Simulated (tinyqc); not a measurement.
Coupled-perturbed Hartree-Fock on RHF in the 6-31g basis, for H2, spin multiplicity 1, step by step. One step of it, computed by the program tinyqc.

Problem. Coupled step 2. U_ai = -(mu_ai + sum_bj [4 (ai|bj) - (ab|ij) - (aj|bi)] U_bj) / (e_a - e_i); alpha = -4 sum U_ai mu_ai.

U after step 1:
```
          i1
a2  2.189763
a3  0.000000
a4  0.085133
```

dipole integrals <a|z|i> (bohr):
```
           i1
a2  -1.265854
a3   0.000000
a4   0.051592
```

orbital energies (hartree): MO1 -0.514955, MO2 0.152623, MO3 0.931191, MO4 1.129722

Two-electron integrals over orbitals (pq|rs), unique and non-zero (hartree):
```
(11|11) 0.554804    (21|21) 0.111719    (22|11) 0.440250    (22|22) 0.403249
(31|11) 0.128675    (31|22) 0.070561    (31|31) 0.091430    (32|21) 0.015570
(32|32) 0.039159    (33|11) 0.498997    (33|22) 0.405666    (33|31) 0.118026
(33|33) 0.474495    (41|21) -0.079939   (41|32) -0.052314   (41|41) 0.105971
(42|11) -0.134852   (42|22) -0.074744   (42|31) -0.081040   (42|33) -0.120875
(42|42) 0.083536    (43|21) -0.124814   (43|32) -0.044010   (43|41) 0.124131
(43|43) 0.179116    (44|11) 0.554741    (44|22) 0.447668    (44|31) 0.164642
(44|33) 0.527134    (44|42) -0.160036   (44|44) 0.613251
```

Give: U after step 2; polarisability.

Solution.

U after step 2:
```
       i1
a2  2.254
a3  0.000
a4  0.121
```

polarisability = 11.390 bohr^3
